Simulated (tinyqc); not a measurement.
Ratio and sensitivities against delay: time-domain thermoreflectance: layered heat flow under a modulated pulse train, and what the signal ratio measures. Computed by tinyqc, a small Python program. Command: `OMP_NUM_THREADS=1 python tinyqc.py 3114077 3114078 out.jsonl tdtr walk`. One thread of a shared host (Intel(R) Xeon(R) Processor @ 2.30GHz), about 0.1 s of CPU time with the checks.

Pulses repeat at 80 MHz; heat is laid down at the surface, all layers are isotropic.

Inputs (values chosen for the exercise, modelled on aluminium on GaAs):

| quantity | value | unit |
|---|---|---|
| metal thickness d | 100 | nm |
| metal conductivity | 160 | W/(m K) |
| metal heat capacity | 2.42 | MJ/(m^3 K) |
| boundary conductance G under the metal | 76 | MW/(m^2 K) |
| substrate conductivity kappa | 42.5 | W/(m K) |
| substrate heat capacity C | 1.73 | MJ/(m^3 K) |
| modulation frequency f | 1 | MHz |
| spot radius w (1/e^2, pump and probe) | 16 | micrometre |

Stack: metal, substrate.

Method:
- For radial wave number k and angular frequency W each layer has u = sqrt(4 pi^2 k^2 + i W C/kappa) and gamma = kappa u. Surface impedance from below: Z = 1/gamma for the substrate; a layer of thickness L maps Z to (Z + tanh(u L)/gamma)/(1 + gamma Z tanh(u L)); a boundary adds 1/G.
- Response per absorbed watt H(W) = 2 pi int_0^(2/w) Z(k, W) exp(-pi^2 k^2 w^2) k dk by 20 Gauss-Legendre points.
- Signal: X + iY = sum_(m = -M..M) H(2 pi (f + m f_r)) exp(i 2 pi m f_r t) exp(-pi (m/M)^2 x 4), f_r = 80 MHz, M = 4000, with H(-W) the complex conjugate of H(W); V_in = X, V_out = Y, ratio = -V_in/V_out.
- Sensitivity S = ln(ratio'/ratio)/ln(1.01) for a rise of one input by 1 %.

Ratio and sensitivities:

| t (ps) | ratio | S to kappa | S to G | S to d | S to C | S to w |
|---|---|---|---|---|---|---|
| 100 | 2.4145 | 0.37291 | -0.04935 | -0.57168 | 0.29665 | -0.11151 |
| 200 | 2.3610 | 0.36895 | -0.06650 | -0.57198 | 0.29229 | -0.11167 |
| 400 | 2.2714 | 0.36112 | -0.09604 | -0.52696 | 0.28374 | -0.11193 |
| 800 | 2.1165 | 0.34487 | -0.14343 | -0.44659 | 0.26608 | -0.11249 |
| 1500 | 1.8988 | 0.31655 | -0.20214 | -0.32985 | 0.23533 | -0.11363 |
| 2500 | 1.6649 | 0.27875 | -0.25181 | -0.20230 | 0.19409 | -0.11554 |
| 4000 | 1.4182 | 0.23026 | -0.28137 | -0.07230 | 0.14059 | -0.11885 |

What follows from these numbers?

The largest sensitivity in size at 100 ps is to d (-0.57). At 400 ps an error of 3 % in d passes on as 4 % in kappa.

Extremes, crossings and ranges named in words are read from the listed rows.
